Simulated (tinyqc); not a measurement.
From results back to parameters: band-to-band tunnelling across a p-n junction in a two-band chain. Two cases, with inputs chosen for the exercise.

Problem. In a uniform field T = exp(-B/F), B = (pi/4) sqrt(m/c) Eg^(3/2), c = hbar^2/2m0, 1 V/angstrom = 100 MV/cm. m is the band-edge mass, the same for both bands (twice the reduced mass). The ratio below comes from a hidden m.

Constants: hbar^2/2m0 = 3.80998211 eV angstrom^2.

Case 1.

Values chosen (out of a larger set: gap and mass near those of InSb; not measured data): Eg = 0.179 eV (gap); F1 = 1.34 MV/cm (first field); F2 = 3.3 MV/cm (second field).

ln(T2/T1) = 0.162079

Case 2.

Values chosen (out of a larger set: gap and mass near those of GaAs; not measured data): Eg = 1.463 eV (gap); F1 = 1.43 MV/cm (first field); F2 = 2.21 MV/cm (second field).

ln(T2/T1) = 4.920613

Find: B; m.

Solution. B is the logarithm over 1/F1 - 1/F2, and m = c (4B/pi)^2/Eg^3 with B in V/angstrom.

Case 1.

B = 0.366 MV/cm
m = 0.0144 m0

Case 2.

B = 19.937 MV/cm
m = 0.0784 m0

Computed by tinyqc, one run a case: `OMP_NUM_THREADS=1 python tinyqc.py N N+1 out.jsonl` with N = 1451187, 1451215; one thread of a shared Intel(R) Xeon(R) Processor @ 2.30GHz, about 0.01 s a run at most.
